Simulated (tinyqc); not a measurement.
# Changing the mean current density

Model: electroplating on a thin resistive seed layer: kinetics, Wagner number and the terminal effect across a wafer. Computed by tinyqc, a small Python program. Command: `OMP_NUM_THREADS=1 python tinyqc.py 3120846 3120847 out.jsonl terminal sweep`. One thread of a shared host (Intel(R) Xeon(R) Processor @ 2.30GHz), about 0.04 s of CPU time with the checks.

Current enters the seed at the rim. The bath is treated as a local resistance per area (no lateral flow in the liquid), two electrons per ion, molar volume 7.11 cm^3/mol, Faraday constant F = e N_A, kinematic viscosity 0.01 cm^2/s, omega = 2 pi x rpm/60; k_B T/e is in volts.

Inputs (values chosen for the exercise, of the order of those for copper plating from an acid sulfate bath):

| quantity | value | unit |
|---|---|---|
| wafer radius R | 7.5 | cm |
| seed thickness t | 190 | nm |
| seed resistivity | 14 | microohm cm |
| bath conductivity kappa | 0.043 | S/cm |
| gap to the anode h | 11 | cm |
| extra resistance of a porous plate | 0 | ohm cm^2 |
| exchange current density i_0 | 0.05 | mA/cm^2 |
| cathodic transfer coefficient alpha | 0.31 | - |
| diffusivity of the metal ion | 4.4e-06 | cm^2/s |
| metal ion concentration | 0.81 | mol/L |
| rotation rate | 30 | rpm |
| temperature T | 298 | K |

Constants: e = 1.602176634e-19 C; N_A = 6.02214076e+23 1/mol; k_B = 8.617333262e-05 eV/K.

Method:
- Growth rate = i V_m/(2 F). Levich limit i_L = 0.62 x 2 F D^(2/3) omega^(1/2) nu^(-1/6) c. Tafel overpotential eta = (k_B T/(alpha e)) ln(i/i_0); kinetic resistance k_B T/(alpha e i); bath resistance h/kappa + plate; R_s = resistivity/t; Wagner number = kinetic resistance x kappa/R.
- Linearised: with R_t = kinetic + bath resistance the current density obeys (1/r)(r i')' = i R_s/R_t, so i = A I_0(r/l), l = sqrt(R_t/R_s); with x = R/l, edge/centre = I_0(x) and edge/mean = x I_0(x)/(2 I_1(x)).
- Voltage drop in the seed for a uniform current: i R_s R^2/4.
- Full model: seed potential phi(r) with (1/r)(r phi')' = R_s i, where i solves phi = R_b i + (k_B T/(alpha e)) ln(i/i_0) (phi being the driving voltage left at r); phi'(0) = 0 and phi'(R) = R_s i_mean R/2. Solved by collocation to a tolerance of 1e-7.

One run for each value:

| mean current density (mA/cm^2) | edge over centre, full model | kinetic resistance (ohm cm^2) | growth rate (nm/min) | drop for uniform current (mV) |
|---|---|---|---|---|
| 0.50 | 1.0247 | 165.68 | 11.1 | 5.18 |
| 0.99 | 1.0308 | 83.67 | 21.9 | 10.26 |
| 2.00 | 1.0352 | 41.42 | 44.2 | 20.72 |
| 3.90 | 1.0378 | 21.24 | 86.2 | 40.41 |
| 7.70 | 1.0392 | 10.76 | 170.2 | 79.79 |
| 15.00 | 1.0400 | 5.52 | 331.6 | 155.43 |
| 30.00 | 1.0405 | 2.76 | 663.2 | 310.86 |
| 60.00 | 1.0407 | 1.38 | 1326.4 | 621.71 |

Over the rows, edge over centre, full model rises from 1.025 to 1.041 (exponent d ln y / d ln x 0.0086 between the first rows and 3.0e-4 between the last); kinetic resistance (ohm cm^2) falls from 166 to 1.38 (exponent d ln y / d ln x about -1.00 throughout); growth rate (nm/min) rises from 11.1 to 1330 (exponent d ln y / d ln x about 1.0 throughout).

Caution (rows 30.0, 60.0): the mean current exceeds 0.3 i_L, so depletion of metal ions, left out of the distribution, matters. Caution (rows 60.0): at the rim the current nears the limiting value, which would flatten the real profile.
